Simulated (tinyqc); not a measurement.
# Field, mass and barrier from the scaled variables

Problem. A barrier edge falls as U0 - F x over a width d with F = V/d. With e = (C F^2/m1)^(1/3), C = hbar^2/(2 m0), the Airy arguments at its edges are z1 = (U0 - E)/e and z2 = (U0 - V - E)/e. Find e, m1 and U0.

Values chosen for this exercise: electron energy E = 0.24 eV; barrier width d = 0.8 nm; voltage across the barrier V = 1.7 V.

Constants: q = 1.602176634e-19 C, hbar = 1.054571817e-34 J s, m0 = 9.1093837015e-31 kg, hbar^2/(2 m0) = 0.0380998212 eV nm^2. Results are converted to the units shown.

z1 and z2: 4.4821103  2.0241788

Solution. z1 - z2 = V/e gives e, its definition gives m1, and U0 = E + z1 e.

e = 0.6916 eV
m1 = 0.5200 m0
U0 = 3.340 eV

Numbers from tinyqc (`OMP_NUM_THREADS=1 python tinyqc.py 2580035 2580036 out.jsonl`; about 0.01 s on one thread of a shared Intel Xeon 2.30GHz).
